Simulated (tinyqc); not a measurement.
A square-lattice strip 2 sites wide, recursive Green functions: two steps of the calculation.

The device has N = 5 slices of 2 site(s), nearest-neighbour hopping -t, and site energies U; the leads are semi-infinite continuations with site energy 0. V = <i+1|H|i> = -t 1.

Values chosen for this exercise: hopping (matrix element -t) t = 0.5 eV; site energies, slice by slice (2 a slice) U = [-0.12, 0.53, -0.55, -0.44, -0.62, 0.31, -0.29, -0.31, -0.43, 0.28] eV; energy E = -0.17 eV.

Question 1. Slice 4. Forward pass: g_1 = (E - H_1 - Sigma)^(-1), g_i = (E - H_i - V g_(i-1) V^dagger)^(-1), with Sigma also subtracted on the last slice; G_(i,1) = g_i V G_(i-1,1), starting from g_1. H_i is the block of slice i: its site energies on the diagonal and -t between neighbouring rows.

g_3 (1/eV):

|  | 1 | 2 |
|---|---|---|
| 1 | 1.3370183-0.4942893i | 0.7588338-0.4872518i |
| 2 | 0.7588338-0.4872518i | -0.4832275-0.8453506i |

G_(3,1) (1/eV):

|  | 1 | 2 |
|---|---|---|
| 1 | -0.7572463-0.2406435i | -0.4680732-0.4591853i |
| 2 | -1.3843122-0.1642101i | 0.2632258-0.2634129i |

Give: g_4; G_(4,1).

Answer 1.

g_4 (1/eV):

|  | 1 | 2 |
|---|---|---|
| 1 | -1.775-0.330i | 1.779-0.220i |
| 2 | 1.779-0.220i | 0.696-1.134i |

G_(4,1) (1/eV):

|  | 1 | 2 |
|---|---|---|
| 1 | 0.617-0.345i | -0.545-0.222i |
| 2 | 1.275-0.597i | 0.525+0.598i |

Question 2. Transmission and its channels. T(E) = Tr[Gamma G_(N,1) Gamma G_(N,1)^dagger]. The non-zero eigenvalues T_n of the matrix under the trace are the channel transmissions; Fano factor sum T_n (1 - T_n)/sum T_n.

G_(5,1) (1/eV):

|  | 1 | 2 |
|---|---|---|
| 1 | -0.02848125+0.21791524i | 0.37132801+0.02366044i |
| 2 | 0.73213155+0.31980929i | -0.17023477+0.39604832i |

Gamma (eV):

|  | 1 | 2 |
|---|---|---|
| 1 | 0.84317102 | 0.10080992 |
| 2 | 0.10080992 | 0.84317102 |

Wanted: T(E); T_n; Fano factor.

Answer 2.

T(E) = 0.72477
T_n: [0.59884, 0.12593]
Fano factor = 0.48333

With 2 open mode(s) in the leads T(E) cannot exceed 2. Inverting the whole matrix gives the same value.

tinyqc, about 0.02 s, one thread, Intel Xeon 2.30GHz (shared host): `OMP_NUM_THREADS=1 python tinyqc.py 2660105 2660106 out.jsonl`
